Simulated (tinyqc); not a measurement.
What moves the results: polar nitride quantum well with polarisation fields. A value that a table varies takes the place of the one given here.

Growth along [0001]. e_par = (a_sub - a)/a, Ppz = 2 e_par (e31 - e33 C13/C33), P = Psp + Ppz in each layer; strain relaxation and the strain shift of the gaps are left out, although thick layers with more than about 1 % mismatch would relax.

In a periodic stack without free charge the potential drop over a period vanishes: F_w = (P_b - P_w) Lb/(eps0 (eps_w Lb + eps_b Lw)), F_b = -F_w Lw/Lb, eps0 = 8.8541878e-12 F/m; 1 MV/cm = 1e8 V/m = 0.01 V/angstrom.

Envelope functions on cells of 0.25 angstrom over barrier, well, barrier (widths Lb, Lw, Lb), psi = 0 beyond, psi'/m continuous (mean mass between points), c = hbar^2/2m0. With u(z) the integral of e F (F_w in the well, F_b = -F_w Lw/Lb in the barriers, 1 MV/cm = 0.01 V/angstrom), zero at the centre of the well, the electron sees u plus Vc in the barriers and the hole -u plus Vv. The transition is Eg + E_e + E_h; excitons are left out.

Constants: hbar^2/2m0 = 3.80998211 eV angstrom^2; hc = 1239.841984 eV nm.

Values chosen for the exercise (near those of a GaN well in AlN; the results hold for these values, not for the real material): a_w = 3.189 angstrom (lattice constant a, well); a_b = 3.112 angstrom (lattice constant a, barrier); a_sub = 3.112 angstrom (in-plane lattice constant of the stack); Psp_w = -0.0346 C/m^2 (spontaneous polarisation); Psp_b = -0.0871 C/m^2 (spontaneous polarisation); e31_w = -0.331 C/m^2; e31_b = -0.509 C/m^2; e33_w = 0.659 C/m^2; e33_b = 1.547 C/m^2; C_w = 0.27 (C13/C33); C_b = 0.283 (C13/C33); eps_w = 10.4 (dielectric constant); eps_b = 10.1 (dielectric constant); Lb = 40 angstrom (barrier width); Eg = 3.44 eV (gap of the well); Vc = 1.85 eV (conduction offset); Vv = 0.87 eV (valence offset); me = 0.2 m0 (electron, well); meb = 0.32 m0 (electron, barrier); mh = 1.41 m0 (hole, everywhere); Ls = (10, 15, 20, 25, 30, 40, 50) angstrom (well widths); Lw = 44 angstrom (well width).

## Width of the well

Field, levels and overlap anew for each width.

Results:

| Lw (angstrom) | F_w (MV/cm) | E (eV) | E without field (eV) | overlap^2 | ln overlap^2 |
|---|---|---|---|---|---|
| 10 | -6.735 | 4.0675 | 4.1564 | 0.761 | -0.27 |
| 15 | -6.136 | 3.6681 | 3.8695 | 0.456 | -0.78 |
| 20 | -5.634 | 3.3873 | 3.7261 | 0.200 | -1.61 |
| 25 | -5.209 | 3.1614 | 3.6442 | 0.0676 | -2.69 |
| 30 | -4.843 | 2.9689 | 3.5931 | 0.0186 | -3.98 |
| 40 | -4.246 | 2.6526 | 3.5353 | 0.000891 | -7.02 |
| 50 | -3.781 | 2.4021 | 3.5050 | 2.82e-05 | -10.48 |

How do the results move?

The red shift grows from 89 to 1103 meV. The line drops below Eg between 15 and 20 angstrom, which a square well can never do. Over the last two rows dE/dLw = -25.1 meV per angstrom, against -|e F_w| = -37.8 in the last row; the field itself weakens by 44 % over the table, since a wider well shares the drop with the barrier. The overlap falls by a factor 2.7e+04.

## Screening the field

F_w = -4.0470 MV/cm

Carriers or a semipolar orientation reduce the field; here it is simply scaled in well and barrier.

Results:

| share of the field | F_w (MV/cm) | E (eV) | nm | overlap^2 | separation (angstrom) |
|---|---|---|---|---|---|
| 1.0 | -4.047 | 2.5458 | 487.0 | 0.00023 | 31.4 |
| 0.8 | -3.238 | 2.7933 | 443.9 | 0.0010 | 30.0 |
| 0.6 | -2.428 | 3.0274 | 409.5 | 0.0049 | 28.0 |
| 0.4 | -1.619 | 3.2418 | 382.5 | 0.027 | 24.9 |
| 0.2 | -0.809 | 3.4220 | 362.3 | 0.18 | 19.1 |
| 0.0 | 0.000 | 3.5210 | 352.1 | 0.99 | 0.0 |

How do the results move?

Full screening shifts the line by -134.9 nm (+975 meV). The first fifth of the screening gives 248 meV and the last fifth 99 meV; a purely quadratic shift would give a ratio of 9, a linear one 1, and here it is 2.5.

## What each parameter does

Polarisation, field, levels and overlap anew. Each row changes one parameter from the base and keeps the others.

Results:

| case | F_w (MV/cm) | E (eV) | overlap^2 | red shift (meV) |
|---|---|---|---|---|
| base | -4.047 | 2.5458 | 0.00023 | 975 |
| Lw = 49 angstrom | -3.823 | 2.4248 | 4.0e-05 | 1083 |
| Lb = 25 angstrom | -3.090 | 2.8387 | 0.0014 | 682 |
| a_sub = 3.102 angstrom | -3.895 | 2.5930 | 0.00030 | 928 |
| Psp_b = -0.0958 C/m^2 | -4.504 | 2.4016 | 0.00011 | 1119 |
| e33_w = 0.725 C/m^2 | -4.092 | 2.5316 | 0.00022 | 989 |
| eps_w = 11.4 | -3.867 | 2.6017 | 0.00032 | 919 |
| mh = 0.99 m0 | -4.047 | 2.5795 | 0.00041 | 946 |
| Vc = 1.573 eV | -4.047 | 2.5334 | 0.00021 | 986 |

What can be read from the table?

The largest shifts from the base row, up to three for each result and ties (the steps differ in size, so this ranks the rows, not the parameters). F_w (MV/cm): Lb +0.957, Psp_b -0.457, Lw +0.224; unchanged at the printed digits by mh and Vc. E (eV): Lb +0.2930, Psp_b -0.1442, Lw -0.1210. overlap^2: Lb +0.00112, Lw -0.000193, mh +0.000181. red shift (meV): Lb -293, Psp_b +144, Lw +107.

Program tinyqc; command `OMP_NUM_THREADS=1 python tinyqc.py 1280340 1280341 out.jsonl`; about 0.1 s on one thread of a shared Intel(R) Xeon(R) Processor @ 2.30GHz.
